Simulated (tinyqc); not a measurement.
# Trap density from swing and capacitance

Inverse problem. In an MOS structure at one bias the subthreshold swing is S = Vt ln 10 (1 + (Cd + q Dit)/Cox) and 1/C_HF = 1/Cox + 1/Cd, Cox = 3.9 eps0/EOT. Find Cd and Dit.

Inputs (values chosen for the exercise):
- T = 300 K (temperature)
- EOT = 2.8 nm (equivalent oxide thickness)

Constants: q = 1.602176634e-19 C, kB = 1.380649e-23 J/K, Vt = kB T/q, eps0 = 8.8541878128e-14 F/cm where lengths are in cm. Results are converted to the units shown.

S = 80.142078 mV/decade
C_HF = 287.09618 nF/cm^2

Solution. C_HF gives Cd, and the swing gives Cd + q Dit.

Cd = 374.2 nF/cm^2
Dit = 3.302e11 cm^-2 eV^-1

Program tinyqc, `OMP_NUM_THREADS=1 python tinyqc.py 2030068 2030069 out.jsonl`; Intel Xeon 2.30GHz, shared host, one thread, about 0.01 s.
